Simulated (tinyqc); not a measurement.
# Changing the test frequency f

Model: admittance spectroscopy and thermally stimulated current of one trap level in a depletion layer. Computed by tinyqc, a small Python program. Command: `OMP_NUM_THREADS=1 python tinyqc.py 3113724 3113725 out.jsonl admit sweep`. One thread of a shared host (Intel(R) Xeon(R) Processor @ 2.30GHz), about 0.01 s of CPU time with the checks.

A Schottky junction on n-type material holds one donor-like electron trap; shallow donors are fully ionised and abrupt depletion edges are assumed.

Inputs (values chosen for the exercise, modelled on n-type germanium):
```
quantity                         value    unit
dielectric constant eps           16.1       -
density-of-states mass m         0.557     m_0
shallow doping N               1.5e+16  1/cm^3
trap density N_t               4.4e+14  1/cm^3
trap depth E_t below the band    0.219      eV
capture cross section sigma    1.8e-15    cm^2
band bending V_b                  0.41       V
```

Constants: k_B = 1.380649e-23 J/K; m_0 = 9.1093837015e-31 kg; h = 6.62607015e-34 J s; k_B = 8.617333262e-05 eV/K; eps_0 = 8.8541878128e-12 F/m; e = 1.602176634e-19 C.

Method:
- N_c = 2 (2 pi m k_B T/h^2)^(3/2), v_th = sqrt(3 k_B T/m), emission rate e_n = sigma v_th N_c exp(-E_t/(k_B T)).
- Where the level crosses the Fermi level capture equals emission, so the trap follows the signal with the rate 2 e_n; G/omega peaks at omega = 2 e_n (the correction for large N_t/N is left out).
- Solve 2 e_n(T_p) = 2 pi f.
- With E_c - E_F = k_B T_p ln(N_c/N): lambda = sqrt(2 eps eps_0 (E_t - (E_c - E_F))/(e^2 N)); traps are empty and charged for x < x_t = w - lambda, and V_b = e (N w^2 + N_t x_t^2)/(2 eps eps_0). High frequency: C_hf = eps eps_0/w. Low frequency: C_lf = eps eps_0 (N + N_t)/(N w + N_t x_t).

One run for each value; columns: (1) test frequency f (Hz); (2) peak temperature T_p (K); (3) step (C_lf - C_hf)/C_hf; (4) E_c - E_F = k_B T_p ln(N_c/N) (eV); (5) lambda (nm):
```
(1)         (2)      (3)     (4)    (5)
1.00e+01  120.3  0.01847  0.0536  140.1
7.00e+01  131.3  0.01810  0.0600  137.3
5.00e+02  144.5  0.01765  0.0679  133.9
4.00e+03  161.6  0.01703  0.0782  129.2
3.00e+04  182.1  0.01623  0.0910  123.2
2.00e+05  206.5  0.01521  0.1065  115.5
1.00e+06  232.4  0.01401  0.1234  106.5
1.00e+07  281.8  0.01130  0.1566   86.0
```

Over the rows, peak temperature T_p (K) rises from 120 to 282 (exponent d ln y / d ln x 0.045 between the first rows and 0.084 between the last); step (C_lf - C_hf)/C_hf falls from 0.0185 to 0.0113 (exponent d ln y / d ln x -0.010 between the first rows and -0.093 between the last); E_c - E_F = k_B T_p ln(N_c/N) (eV) rises from 0.0536 to 0.157 (exponent d ln y / d ln x 0.058 between the first rows and 0.10 between the last).

Extremes, crossings and ranges named in words are read from the listed rows.
